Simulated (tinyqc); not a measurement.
Inside a calculation. Model: polytypes and stacking faults of a tetrahedral semiconductor in an axial Ising model with couplings up to third neighbours. Computed by tinyqc, a small Python program that keeps every step. Command: `OMP_NUM_THREADS=1 python tinyqc.py 3031362 3031363 out.jsonl polytype walk`. One thread of a shared host (Intel(R) Xeon(R) Processor @ 2.30GHz), about 0.01 s of CPU time with the checks. Intermediate numbers are printed to about 6 digits and carried at full precision; extremes and crossings named in words are read from the listed rows.

Each double layer has s = +1 or -1 for the sense of its stacking step; E per pair of atoms = E0 - sum_n J_n <s_i s_(i+n)>, n = 1, 2, 3. Hexagonality h = (1 - <s_i s_(i+1)>)/2.

Inputs (values chosen for the exercise, of the order of those of GaAs for J, a, G and the gaps):
```
quantity                                    value      unit
J1                                           11.4  meV/pair
J2                                         -0.743  meV/pair
J3                                          -0.22  meV/pair
basal lattice constant a                        4  angstrom
shear modulus G                              47.5       GPa
Poisson ratio nu                             0.23         -
gap of 3C                                    1.52        eV
gap of 4H                                    1.51        eV
binding energy of the fault level E_b       0.042        eV
in-plane mass m                              0.47        m0
effective density of states N_c at 300 K  1.3e+19    1/cm^3
electron density n                        5.5e+15    1/cm^3
temperature T                                 500         K
```

Host polytype: 3C.

Constants: 1 eV/angstrom^2 = 16.02176634 J/m^2; m_0 = 9.1093837015e-31 kg; hbar = 1.054571817e-34 J s; k_B = 1.380649e-23 J/K; k_B = 8.617333262e-05 eV/K.

## Energies of the polytypes

correlations of the repeat units 3C (+), 2H (+-), 4H (++--), 6H (+++---), 15R (+++--), 8H (++++----), 21R (++++---), 9R (++-):
```
        n = 1     n = 2     n = 3
3C    1.00000   1.00000   1.00000
2H   -1.00000   1.00000  -1.00000
4H    0.00000  -1.00000   0.00000
6H    0.33333  -0.33333  -1.00000
15R   0.20000  -0.60000  -0.60000
8H    0.50000   0.00000  -0.50000
21R   0.42857  -0.14286  -0.71429
9R   -0.33333  -0.33333   1.00000
```

E - E(3C) = sum_n J_n (1 - C_n), C_n = <s_i s_(i+n)>. The gap is taken linear in h between 3C (h = 0) and 4H (h = 1/2), a rough rule, with a dash beyond.

Polytypes:
```
polytype        h  E - E(3C) (meV/pair)  gap by the linear rule (eV)
3C        0.00000                0.0000                      1.52000
2H        1.00000               22.3600                            -
4H        0.50000                9.6940                      1.51000
6H        0.33333                6.1693                      1.51333
15R       0.40000                7.5792                      1.51200
8H        0.25000                4.6270                      1.51500
21R       0.28571                5.2880                      1.51429
9R        0.66667               14.2093                            -
```

E(2H) - E(3C) = 22.36 meV/pair

E(4H) - E(3C) = 9.694 meV/pair

E(6H) - E(3C) = 6.16933 meV/pair

The lowest is 3C, 4.627 meV/pair below 8H. J1/|J2| = 15.34: for J3 = 0 and J2 < 0 the ground state is 2H below -2, 4H between -2 and 2, and 3C above 2; at 2 itself all periods with bands of two or more layers are degenerate.

## Back from three energies to J1, J2, J3

With d2, d4, d6 the energies of 2H, 4H, 6H over 3C: d2 = 2 J1 + 2 J3, d4 = J1 + 2 J2 + J3, d6 = (2/3) J1 + (4/3) J2 + 2 J3, so J2 = (d4 - d2/2)/2, J3 = (3/4)(d6 - (2/3) d4), J1 = d2/2 - J3.

J1 recovered = 11.4 meV/pair

J2 recovered = -0.743 meV/pair

J3 recovered = -0.220000 meV/pair

## Stacking-fault energies

fault coefficients k_n:
```
               J1  J2  J3
intrinsic       4   4   4
extrinsic       4   8   8
twin boundary   2   4   6
```

Faults in 3C: the sequences intrinsic (-), extrinsic (--), twin boundary (+ turns to -) are put between perfect repeats; k_n = (layers x C_n of the host) - sum_i s_i s_(i+n). gamma = sum k_n J_n/A, A = (sqrt 3/2) a^2; 1 meV/angstrom^2 = 16.02177 mJ/m^2.

gamma (mJ/m^2): intrinsic 48.2720, extrinsic 43.8181, twin boundary 21.4003

energy of the glide fault, intrinsic = 48.2720 mJ/m^2

The cheapest is the twin boundary fault.

## Splitting of a basal screw dislocation

Screw line, bounded by the intrinsic fault of energy gamma: b = a, partials b_p = a/sqrt 3; d = G b_p^2 (2 - 3 nu)/(8 pi gamma (1 - nu)). One partial is driven off by the shear stress gamma/b_p along its Burgers vector.

splitting width d = 3.55253 nm

stress to open the fault = 209.024 MPa

## Electronic energy gained by the fault

The fault binds electrons in a two-dimensional band E_b below the conduction edge, g2 = m m0/(pi hbar^2) for one valley. With the Fermi level held by the bulk, eta = ln[n/N_c(T)], N_c(T) = N_c (T/300)^1.5, the grand potential falls by g2 (k_B T)^2 F1(x), x = eta + E_b/(k_B T), F1(x) = integral from 0 to infinity of ln(1 + exp(x - t)) dt; sheet density g2 k_B T ln(1 + e^x). Band bending by the trapped charge is left out, so the gain is an upper bound. Net fault energy = gamma of the intrinsic fault less the electronic gain.

x = -7.55942

sheet density = 4.40770e+09 1/cm^2

electronic gain = 3.04314e-04 mJ/m^2

net fault energy = 48.2717 mJ/m^2

The gain offsets 6.3e-4 % of the fault energy. Caution: rows with n above 0.3 N_c(T) are near degeneracy, where eta = ln(n/N_c) underestimates the Fermi level.

## Gain against electron density

The formulas are those given above.

At T:
```
n (1/cm^3)         x  sheet density (1/cm^2)  gain (mJ/m^2)   gain/gamma  gain/gamma at T + 200 K
1.00e+14    -11.5667             8.01606e+07    5.53369e-06  1.14636e-07              1.02667e-07
1.00e+15     -9.2642             8.01571e+08    5.53358e-05  1.14633e-06              1.02666e-06
1.00e+16     -6.9616             8.01230e+09    5.53240e-04  1.14609e-05              1.02656e-05
1.00e+17     -4.6590             7.97835e+10    5.52065e-03  1.14365e-04              1.02556e-04
1.00e+18     -2.3564             7.65870e+11    5.40786e-02  1.12029e-03              1.01576e-03
5.00e+18     -0.7470             3.28092e+12    2.49395e-01  5.16646e-03              4.87937e-03
2.00e+19      0.6393             8.99277e+12    8.05048e-01  1.66773e-02              1.72565e-02
```

For x well below 0 the gain is k_B T times the sheet density and linear in n; for x well above 0 the well fills and the gain grows only about as x^2. It stays below the fault energy in all rows; 200 K more changes it by a factor 0.90 at 1e16.

Checks made by the program: the recovered constants (relative difference below 1e-10).
